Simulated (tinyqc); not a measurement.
What each parameter does: hydrogenic donor in a hard-walled well (variational).

Trial function cos(pi z/L) exp(-r/lam), r measured from the donor at zi, walls at +/- L/2, one eps everywhere. Counted from the lowest subband, E(lam) = c/(m lam^2) - (q/eps) I0/I1, with I0 the integral of cos^2(pi z/L) exp(-2|z - zi|/lam) over the well and I1 the same with the factor (|z - zi| + lam/2); c = hbar^2/2m0, q = e^2/(4 pi eps0). The binding energy is -E at the minimum.

Constants: hbar^2/2m0 = 3.80998211 eV angstrom^2; e^2/(4 pi eps0) = 14.39964547 eV angstrom; Ry = 13.60569312 eV.

Parameters, chosen for this exercise (near those of InP; the results hold for these values, not for the real material):
- m = 0.079 m0 (mass)
- eps = 12.4 (dielectric constant)
- L = 83 angstrom (well width)
- zi = 22 angstrom (position of the donor from the centre)

The minimum over lam; Ry* = Ry m/eps^2.

Results for these values:

| case | binding (meV) | lam (angstrom) | binding/Ry* |
|---|---|---|---|
| base | 12.38 | 80.0 | 1.771 |

What happens to each result for eps = 13.6, all else kept?

Answer: binding falls from 12.38 to 10.67; lam rises from 80.0 to 85.8; binding/Ry* rises from 1.771 to 1.836.

The same for each parameter in turn:

| case | binding (meV) | lam (angstrom) | binding/Ry* |
|---|---|---|---|
| base | 12.38 | 80.0 | 1.771 |
| m = 0.095 m0 | 13.84 | 69.5 | 1.646 |
| eps = 13.6 | 10.67 | 85.8 | 1.836 |
| L = 108 angstrom | 12.32 | 78.9 | 1.763 |
| zi = 11 angstrom | 14.75 | 70.2 | 2.111 |

(tinyqc, `OMP_NUM_THREADS=1 python tinyqc.py 1281551 1281552 out.jsonl`, Intel(R) Xeon(R) Processor @ 2.30GHz, 1 thread, shared host, about 0.03 s.)
